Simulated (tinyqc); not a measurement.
# Doping from two capacitances

Problem. An abrupt p-n junction obeys 1/C^2 = 2 (Vbi - V)/(q eps0 eps_r Ne), Ne = Na Nd/(Na + Nd), Vbi = Vt ln(Na Nd/ni^2), V the bias of the p side. Nd is known to be the larger doping. Find Ne, Vbi, Na and Nd.

Values chosen for this exercise: temperature T = 325 K; relative permittivity eps_r = 11.6.

Constants: q = 1.602176634e-19 C, kB = 1.380649e-23 J/K, Vt = kB T/q, eps0 = 8.8541878128e-14 F/cm where lengths are in cm. Results are converted to the units shown.

C at V = -0.8 and -6.3 V (nF/cm^2): [143.58173, 70.541137]
ni = 4.4878722e10 cm^-3

Answer. The slope of 1/C^2 against -V gives Ne and its intercept Vbi. Then Na Nd = ni^2 exp(Vbi/Vt) and Na + Nd = Na Nd/Ne, so both are roots of one quadratic.

Ne = 4.385e17 cm^-3
Vbi = 0.9499 V
Na = 5.700e17 cm^-3
Nd = 1.900e18 cm^-3

Computed by the program tinyqc: `OMP_NUM_THREADS=1 python tinyqc.py 2000143 2000144 out.jsonl`, one thread of a shared Intel Xeon 2.30GHz, about 0.05 s for the whole run.
